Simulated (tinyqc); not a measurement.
Pillar capacitor in an array: capacitance, non-linearity, leakage and relaxation: one step of the calculation.

A film between two metal electrodes, each interface adding a series capacitance ci. The small-signal permittivity is ek (1 + aq E^2); the field is found with the linear permittivity. Leakage J = J0 sinh(E/Ef). After a voltage step the film passes a relaxation current kr C V tt^(-nr), tt being the time in seconds. The sidewall is a coaxial capacitor with radii a = dm/2 and b = dm/2 + t, depth AR dm; the end face is left out.

Question. Cell capacitance, fields and time constant. Per length 1/c = ln(b/a)/(2 pi eps0 ek) + (1/a + 1/b)/(2 pi ci); cell capacitance c AR dm; per footprint over pt^2; fields c V/(2 pi eps0 ek r) at r = a and b; resistance of the inner electrode rho AR dm/(pi a^2); time constant R C/3 of the distributed line.

Parameters, values chosen for the exercise; permittivity of the order of that of titanium dioxide: relative permittivity of the film ek = 73; film thickness t = 11 nm; capacitance of each electrode interface (dead layer and screening) ci = 74 uF/cm^2; bias V = 1.3 V; diameter of the pillar dm = 100 nm; aspect ratio, depth over diameter AR = 30; pitch of the square array pt = 180 nm; resistivity of the inner electrode rho = 210 uohm cm.

Constants: eps0 = 8.8541878128e-14 F/cm where lengths are in cm. Results are converted to the units shown.

Give: a; b; cell capacitance; capacitance per footprint; field at a; field at b; R; R C/3.

Answer.

a = 50.000 nm
b = 61.000 nm
cell capacitance = 52.825 fF
capacitance per footprint = 163.04 uF/cm^2
field at a = 1.1273 MV/cm
field at b = 0.92402 MV/cm
R = 0.80214 kohm
R C/3 = 14.124 ps

The array gives 32.2 times the planar capacitance per footprint; curvature makes the field at the inner electrode 1.11 times the planar value.

Numbers from tinyqc (`OMP_NUM_THREADS=1 python tinyqc.py 2102130 2102131 out.jsonl`; about 0.01 s on one thread of a shared Intel Xeon 2.30GHz).
